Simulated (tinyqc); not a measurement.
Stretching all distances: RHF, UHF, MP2, CISD and CCSD against full CI in the sto-3g basis, for H4, spin multiplicity 1. Computed by the program tinyqc with PySCF. Command: `OMP_NUM_THREADS=1 python tinyqc.py 110512 110513 out.jsonl`; one thread of a shared host (Intel(R) Xeon(R) Processor @ 2.60GHz), about 2 s.

Geometry (angstrom):
```
atom       x       y       z
H     0.0000  0.0000  0.0000
H     0.0000  0.0000  0.8080
H     0.0000  0.9550  0.0000
H     0.0000  0.9550  0.8080
```

All coordinates are multiplied by the scale. c0^2 is the weight of the RHF determinant in the lowest singlet FCI state (UHF is spin-contaminated and may lie near states of higher spin) and n(LUMO) the first natural occupation beyond the occupied space.

Full CI energy (hartree) and errors against it (kcal/mol):
```
scale  distance 1-2 (angstrom)    E(FCI)      RHF     UHF     MP2    CISD    CCSD  <S^2> UHF   c0^2  n(LUMO)
0.850                    0.687  -1.71849   36.423  32.302  14.661   0.532  -0.011      0.445  0.936    0.108
1.050                    0.848  -1.93629   47.563  37.312  20.382   1.127  -0.037      0.635  0.908    0.150
1.250                    1.010  -2.00961   60.896  40.773  27.357   2.211  -0.097      0.812  0.872    0.201
1.440                    1.164  -2.01851   76.339  42.017  35.446   4.008  -0.209      0.987  0.829    0.257
1.640                    1.325  -1.99914   96.132  40.144  45.722   7.161  -0.415      1.195  0.774    0.327
1.840                    1.487  -1.96948  119.641  34.860  57.583  12.076  -0.729      1.414  0.709    0.404
2.040                    1.648  -1.94001  146.418  27.370  70.339  18.991  -1.116      1.611  0.638    0.486
```

UHF lies below RHF over the whole range. The weight c0^2 goes from 0.94 to 0.64 and n(LUMO) from 0.11 to 0.49: static correlation grows as the bonds break into open-shell fragments. The spread of the error along the curve, which distorts its shape, is CCSD 1.1, UHF 14.6, CISD 18.5, MP2 55.7, RHF 110.0 kcal/mol. Below FCI somewhere: CCSD, as non-variational methods may be.
